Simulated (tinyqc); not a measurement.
Keating valence-force model of a tetrahedral crystal: one step, computed by the program tinyqc.

Atom A sits at 0 and atom B at a/4 (1,1,1) of an fcc lattice; the four bonds from A are t = a/4 (1,1,1), a/4 (1,-1,-1), a/4 (-1,1,-1), a/4 (-1,-1,1), of length d = sqrt(3) a/4. Energy: E = (3 alpha/(8 d^2)) sum over bonds (r.r - d^2)^2 + (3 beta/(8 d^2)) sum over pairs of bonds at one atom (r_i.r_j + d^2/3)^2; both atoms have the mass M. The cell holds two atoms, Omega = a^3/4. 1 N/m = 1 J/m^2. With constants fitted to the elastic moduli this model puts optical and zone-boundary frequencies of real crystals too high, by up to about 20 % in elemental crystals and up to about 50 % in compounds, and mostly by more for TA modes; in compounds the lattice part of the static dielectric constant then comes out too low.

Question. Dynamical matrix at q. With displacements u exp(i q.r), each bracket changes by g.u, where g = (g_A, g_B): bond t, g = (-2 t, 2 t exp(i q.t)); pair (i, j) at A, g = (-(t_i + t_j), t_i exp(i q.t_j) + t_j exp(i q.t_i)); pair at B, g = (-t_i exp(-i q.t_j) - t_j exp(-i q.t_i), t_i + t_j). Then D_mn = sum over the 4 bonds and 12 pairs of (4 k/a^2) conj(g_m) g_n / sqrt(M_m M_n), with k = alpha or beta converted to eV/angstrom^2.

Inputs (values chosen for the exercise, modelled on germanium): atomic mass M = 72.63 u; bond stretching alpha = 39.7 N/m; bond bending beta = 11.7 N/m.

Structure: diamond.

wave vector q (2 pi/a): 0.58  0.24  0.22

Constants: 1 eV/angstrom^2 = 16.02176634 J/m^2.

Give: D(q).

Answer.

D(q) (eV/(angstrom^2 u)):
```
                 A x              A y              A z              B x
A x           0.1961   0.0067+0.0063i   0.0062+0.0070i  -0.0947+0.0174i
A y   0.0067-0.0063i           0.1810   0.0044+0.0004i   0.0263-0.0186i
A z   0.0062-0.0070i   0.0044-0.0004i           0.1812   0.0240-0.0204i
B x  -0.0947-0.0174i   0.0263+0.0186i   0.0240+0.0204i           0.1961
B y   0.0263+0.0186i  -0.0947-0.0174i   0.0074+0.0665i   0.0067+0.0063i
B z   0.0240+0.0204i   0.0074+0.0665i  -0.0947-0.0174i   0.0062+0.0070i

                 B y              B z
A x   0.0263-0.0186i   0.0240-0.0204i
A y  -0.0947+0.0174i   0.0074-0.0665i
A z   0.0074-0.0665i  -0.0947+0.0174i
B x   0.0067-0.0063i   0.0062-0.0070i
B y           0.1810   0.0044-0.0004i
B z   0.0044+0.0004i           0.1812
```
